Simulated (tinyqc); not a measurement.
Kinetic against equilibrium segregation over temperature: surface segregation during layer-by-layer epitaxy: two-layer exchange kinetics and the shape of quantum wells and delta layers. Computed by tinyqc, a small Python program. Command: `OMP_NUM_THREADS=1 python tinyqc.py 3025935 3025936 out.jsonl mbeseg walk`. One thread of a shared host (Intel(R) Xeon(R) Processor @ 2.30GHz), about 0.01 s of CPU time with the checks.

Atoms A and B exchange only between the growing layer and the one below it. B is supplied for N layers, then pure A follows.

Inputs (values chosen for the exercise, close to those used for germanium in silicon): barrier E1 for B to move up = 1.69 eV; segregation energy E_s = 0.29 eV; attempt frequency nu = 1 THz; growth rate G = 0.11 layers/s; share x0 of B in the flux during the well = 0.22; layers in the well N = 8; layer thickness = 1.36 angstrom; temperature T = 350 C.

Constants: k_B = 8.617333262e-05 eV/K.

Method:
- p1 = nu exp(-E1/(k_B T)) (B up, A down), p2 = nu exp(-(E1 + E_s)/(k_B T)) (B down); time per layer tau = 1/G; K = p1/p2.
- Temperatures in kelvin are T(C) + 273.15.
- Each layer is deposited complete with B share x_dep and then exchanges for the time tau = 1/G with the layer below, whose share is b (total c = s + b fixed): ds/dt = p1 b (1 - s) - p2 s (1 - b), s(0) = x_dep. With the roots s1 < s2 of the right side, (s - s1)/(s - s2) = [(s(0) - s1)/(s(0) - s2)] exp(-(p1 - p2)(s2 - s1) tau). The lower layer is then buried with c - s, and s becomes the b of the next layer.
- In the dilute tail each layer passes up the share R = R_eq (1 - exp(-(p1 + p2) tau)); decay length = -layer thickness/ln R.
- R_eq = K/(1 + K).

Segregation:
```
T (C)      p1 tau     R_eq           R  decay length (angstrom)  peak share
230    1.0735e-04  0.99876  1.0734e-04               1.4881e-01     0.22000
270    1.8943e-03  0.99797  1.8925e-03               2.1691e-01     0.22000
310    2.2545e-02  0.99689  2.2292e-02               3.5756e-01     0.22000
350    1.9525e-01  0.99551  1.7729e-01               7.8615e-01     0.22000
390    1.3032e+00  0.99379  7.2601e-01               4.2475e+00     0.21816
430    7.0089e+00  0.99172  9.9088e-01               1.4841e+02     0.21507
470    3.1451e+01  0.98932  9.8932e-01               1.2663e+02     0.21871
510    1.2106e+02  0.98658  9.8658e-01               1.0062e+02     0.21797
```

What does the comparison show, and why?

The decay length peaks at 430 C among these rows: below, exchange is too slow; above, equilibrium rules and K = exp(E_s/(k_B T)) falls. p1 tau passes 1 between 350 and 390 C, below which sharp interfaces can be grown. Caution: decay lengths below one layer thickness are only formal.

Extremes, crossings and ranges named in words are read from the listed rows.
